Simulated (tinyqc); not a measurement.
From width change per 1 % of dose back to pattern density around the test line: electron-beam lithography: double-Gaussian proximity function, edge placement and dose correction for parallel lines. Computed by tinyqc, a small Python program. Command: `OMP_NUM_THREADS=1 python tinyqc.py 3113681 3113682 out.jsonl proximity inv`. One thread of a shared host (Intel(R) Xeon(R) Processor @ 2.30GHz), about 0.01 s of CPU time with the checks.

Lines are infinitely long. Absorbed energy is counted so that the middle of a very large area written at dose 1 receives 1; the resist develops where it exceeds 1/2.

Inputs (values chosen for the exercise, of the order of those for 30 keV electrons in resist on silicon):
```
quantity                value               unit
forward range alpha     0.022         micrometre
backscatter ratio eta       1                  -
base dose D0              670  microcoulomb/cm^2
width of the test line  0.047         micrometre
```

Method. A test line of width w << beta in surroundings of density rho, all at dose d: near its edge E(x) = d [S + eta rho]/(1 + eta), S = [erf((b - x)/alpha) - erf((a - x)/alpha)]/2 for edges a and b, the second term being the background energy. Dose to size d_s = (1 + eta)/(erf(w/alpha) + 2 eta rho), dose = d_s D0; edge slope d [1 - exp(-w^2/alpha^2)]/(sqrt(pi) alpha (1 + eta)); width change per 1 % of dose = 2 x 0.01 x (1/2)/slope.

Task: A run gave the result below. Find the pattern density around the test line, known to lie between 0.036 and 0.075.

width change per 1 % of dose = 0.4357448 nm

Result:

Each step takes the trial c = (a f_b - b f_a)/(f_b - f_a), f being the result less the target and a, b, c the logarithms of the listed values; c replaces end b, the old b replaces a if the sign of f changed, and otherwise f_a is halved.

Scan of the range:
```
pattern density around the test line  width change per 1 % of dose (nm)
0.0360                                                         0.421425
0.0407                                                         0.425129
0.0460                                                         0.429306
0.0520                                                         0.434035
0.0587                                                         0.439315
0.0664                                                         0.445383
0.0750                                                         0.452161
```

False position (Illinois rule, in the logarithm of the input) inside the bracket:
```
step      end a      end b      trial  width change per 1 % of dose (nm)
1     0.0520000  0.0587000  0.0540818                           0.435675
2     0.0587000  0.0540818  0.0541665                           0.435742
3     0.0587000  0.0541665  0.0541733                           0.435747
4     0.0541665  0.0541733  0.0541700                           0.435745
```

Width change per 1 % of dose rises at every point of a 13-point scan of the range (every second point is shown), so one value fits; it is bracketed by 0.0520 and 0.0587. The scan shows a straight line, so linear interpolation between any two rows gives the answer at once. Answer: pattern density around the test line = 0.05417.
